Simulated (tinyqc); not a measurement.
Carrier lifetime of an n-type layer with SRH, radiative, Auger and surface recombination: two steps of the calculation.

Uniform excess density dn = dp (no trapping), n = n0 + dn, p = p0 + dn, Boltzmann statistics, full ionisation. Surfaces enter as a rate 2 S dn/d, which holds while diffusion to them is fast.

Inputs (values chosen for the exercise); band and dielectric values close to those of silicon:

| symbol | value | unit | meaning |
|---|---|---|---|
| T | 300 | K | temperature |
| Eg | 1.14 | eV | band gap |
| Nc | 2.83e19 | cm^-3 | conduction-band density of states at T |
| Nv | 2.7e19 | cm^-3 | valence-band density of states at T |
| B | 4.7e-15 | cm^3/s | radiative coefficient |
| N | 1.5e15 | cm^-3 | donor density |
| Cn | 2e-31 | cm^6/s | Auger coefficient (two electrons) |
| Cp | 2.4e-31 | cm^6/s | Auger coefficient (two holes) |
| Nt | 9.8e11 | cm^-3 | trap density |
| sn | 1e-17 | cm^2 | capture cross-section for electrons |
| sp | 1e-17 | cm^2 | capture cross-section for holes |
| vth | 1.3e7 | cm/s | thermal velocity (both carriers) |
| Et | 0.87 | eV | trap level below the conduction band |
| S | 0 | cm/s | surface recombination velocity (both faces) |
| d | 30 | um | sample thickness |
| G | 9.7e16 | cm^-3 s^-1 | generation rate |

Constants: q = 1.602176634e-19 C, kB = 1.380649e-23 J/K, Vt = kB T/q. Results are converted to the units shown.

Question 1. Equilibrium densities and SRH constants. ni = sqrt(Nc Nv) exp(-Eg/(2 Vt)), Eg in volts; majority density N/2 + sqrt(N^2/4 + ni^2), n0 p0 = ni^2; n1 = Nc exp(-Et/Vt), p1 = Nv exp((Et - Eg)/Vt); tn0 = 1/(sn vth Nt), tp0 = 1/(sp vth Nt).

Find: ni; n0; p0; n1; p1; tn0; tp0.

Answer 1.

ni = 7.345e9 cm^-3
n0 = 1.500e15 cm^-3
p0 = 3.597e4 cm^-3
n1 = 6.862e4 cm^-3
p1 = 7.863e14 cm^-3
tn0 = 0.007849 s
tp0 = 0.007849 s

Question 2. New dn. With e = n p - ni^2 = dn (n0 + p0 + dn): U_SRH = e/(tp0 (n + n1) + tn0 (p + p1)), U_rad = B e, U_Aug = (Cn n + Cp p) e, U_s = 2 S dn/d. Substitution: tau = dn/U with U the sum, dn(new) = G tau.

dn after iteration 1 = 9.2117732e14 cm^-3
n0 = 1.5000000e15 cm^-3
p0 = 35966.803 cm^-3
n1 = 68616.680 cm^-3
p1 = 7.8625496e14 cm^-3
tn0 = 0.0078492936 s
tp0 = 0.0078492936 s

Find: U_SRH; U_rad; U_Aug; U_s; tau; dn after iteration 2.

Answer 2.

U_SRH = 6.882e16 cm^-3 s^-1
U_rad = 1.048e16 cm^-3 s^-1
U_Aug = 1.573e15 cm^-3 s^-1
U_s = 0 cm^-3 s^-1
tau = 0.01139 s
dn after iteration 2 = 1.105e15 cm^-3

Program tinyqc, `OMP_NUM_THREADS=1 python tinyqc.py 2300064 2300065 out.jsonl`; Intel Xeon 2.30GHz, shared host, one thread, about 0.01 s.
